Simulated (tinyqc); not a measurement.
# MOS structure on a p-type body, non-linear Poisson equation by Newton steps: two studies

One dimension, insulator interface at x = 0, acceptor density Na, uniform, net doping C = -(acceptor density). psi is counted from the intrinsic level: n = ni exp((psi - Vb)/Vt), p = ni exp(-psi/Vt); deep in the body psi_b = -Vt ln(Na/ni). The gate acts through Cox = eps0 eox/tox and has the potential psi_G = Vg - (phiM - chi - Vt ln(Nc/ni)). Boltzmann statistics, full ionisation, classical densities, no oxide or interface charge.

Values chosen for this exercise; band and dielectric values close to those of silicon:
- T = 300 K (temperature)
- Eg = 1.11 eV (band gap)
- eps_r = 11.8 (relative permittivity)
- Nc = 2.82e19 cm^-3 (conduction-band density of states at T)
- Nv = 2.62e19 cm^-3 (valence-band density of states at T)
- chi = 4.07 eV (electron affinity)
- Na = 4.3e17 cm^-3 (acceptor density deep in the body)
- eox = 25.1 (relative permittivity of the gate insulator (close to zirconium oxide))
- tox = 8.4 nm (insulator thickness)
- phiM = 4.69 eV (gate work function)
- Vb = 1 V (electron quasi-Fermi potential against the body)

Constants: q = 1.602176634e-19 C, kB = 1.380649e-23 J/K, Vt = kB T/q, eps0 = 8.8541878128e-14 F/cm where lengths are in cm. Results are converted to the units shown.

Each table varies one quantity; the others keep the values above.

## Charge and capacitance against gate voltage

ni = sqrt(Nc Nv) exp(-Eg/(2 Vt)), Eg in volts. The Poisson equation d/dx(eps0 eps_r dpsi/dx) = -q (p - n + C), with eps0 eps_r dpsi/dx = -Cox (psi_G - psi_0) at x = 0, is solved on a mesh of about 600 nodes or more. N_inv is the integral of n less its value deep in the body. C_LF = Cox (1 - dpsi_0/dVg) with all carriers following; C_HF is the same with the electron quasi-Fermi level shifting uniformly so that N_inv stays fixed. The centroid is that of the same excess.

Charge and capacitance against gate voltage:

| Vg (V) | psi_0 - psi_b (V) | N_inv (cm^-2) | C_LF/Cox | C_HF/Cox | centroid (nm) |
|---|---|---|---|---|---|
| 1.41 | 1.61 | 4.40e5 | 0.0539 | 0.0539 | 0.575 |
| 1.55 | 1.75 | 7.13e7 | 0.0520 | 0.0518 | 0.551 |
| 1.69 | 1.88 | 1.14e10 | 0.0732 | 0.0501 | 0.530 |
| 1.83 | 1.98 | 5.44e11 | 0.550 | 0.0489 | 0.496 |
| 1.98 | 2.02 | 2.29e12 | 0.811 | 0.0486 | 0.440 |
| 2.12 | 2.04 | 4.24e12 | 0.877 | 0.0486 | 0.394 |
| 2.26 | 2.06 | 6.30e12 | 0.909 | 0.0486 | 0.358 |
| 2.41 | 2.07 | 8.58e12 | 0.928 | 0.0486 | 0.327 |
| 2.55 | 2.08 | 1.07e13 | 0.940 | 0.0486 | 0.302 |

Read the table: what changes, and by how much?

N_inv goes from 4.40e5 to 1.07e13 cm^-2 and passes 2e11 cm^-2 at Vg = 1.78 V. Below threshold it takes 63.4 mV a decade between Vg = 1.41 and 1.55 V, against Vt ln 10 = 59.5 mV. C_LF/Cox is lowest, 0.0520, at Vg = 1.55 V among the rows listed and ends at 0.940, while C_HF/Cox ends at 0.0486. Between the last two rows q dN_inv/dVg is 0.933 Cox. Where the classical centroid is under about 2 nm, confinement would move the charge away from the interface and raise the threshold. Above about 2e12 cm^-2 degeneracy matters too.

## Effect of the insulator thickness on threshold, swing and body effect

VT is the Vg at which N_inv = 2e11 cm^-2. m = 1/(dpsi_0/dVg) at N_inv = 1e8 cm^-2; the swing is the Vg between N_inv = 1e8 and 1e9 cm^-2; body coefficient [VT(Vb + 0.05 V) - VT(Vb)]/0.05 V - 1.

The same in every row: psi_0 - psi_b at VT (V) = 1.95.

Results:

| tox (nm) | VT (V) | m - 1 | swing (mV/decade) | body coefficient |
|---|---|---|---|---|
| 2.1 | 1.62 | 0.0137 | 60.8 | 0.0195 |
| 3.1 | 1.65 | 0.0202 | 61.2 | 0.0256 |
| 4.5 | 1.68 | 0.0293 | 61.7 | 0.0343 |
| 6.6 | 1.74 | 0.0430 | 62.6 | 0.0472 |
| 14 | 1.92 | 0.0913 | 65.5 | 0.0927 |
| 21 | 2.10 | 0.137 | 68.2 | 0.136 |

Estimate the missing row, tox = 9.7 nm.

Computed row:

| tox (nm) | VT (V) | m - 1 | swing (mV/decade) | body coefficient |
|---|---|---|---|---|
| 9.7 | 1.81 | 0.0632 | 63.8 | 0.0663 |

With this row back in the table: As tox goes from 2.1 to 21, VT rises from 1.62 to 2.10 V, the swing rises from 60.8 to 68.2 mV/decade and the body coefficient rises from 0.0195 to 0.136. The swing stays within 0.80 % of m Vt ln 10, and the body coefficient within 0.0058 of m - 1.

Program tinyqc, `OMP_NUM_THREADS=1 python tinyqc.py 2080111 2080112 out.jsonl`; Intel Xeon 2.30GHz, shared host, one thread, about 0.4 s.
